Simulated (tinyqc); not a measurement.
Coherent transport through a tight-binding region between two chains, step by step. One step of it, computed by the program tinyqc.

Question. Transmission at E = 0.5 eV. Surface Green function g = (E - i sqrt(4 t^2 - E^2)) / (2 t^2); self-energy tc^2 g on each contact site; G = (E - H - Sigma)^(-1); Gamma = -2 Im Sigma; T = Gamma_L Gamma_R |G_LR|^2; local density of states -Im G_ii / pi.

H of the central region (eV), lower triangle:
```
,1,2,3
1,-0.830000
2,-2.070000,-0.450000
3,0.000000,-1.960000,0.650000
```

Leads: semi-infinite chains with site energy 0:
```
parameter,value
lead hopping t (eV),1.740000
coupling to the left lead (eV),0.560000
coupling to the right lead (eV),1.480000
left contact site,1
right contact site,3
```

E = 0.500000 eV

Give: g; G; local density of states; transmission.

Answer.

g = 0.083-0.569i 1/eV

G (1/eV), lower triangle:
```
,1,2,3
1,0.317-0.622i
2,0.230+0.365i,-0.113-0.249i
3,-0.446+0.480i,0.322-0.264i,0.315-0.379i
```

local density of states (1/eV): 0.198  0.079  0.121

transmission = 0.382
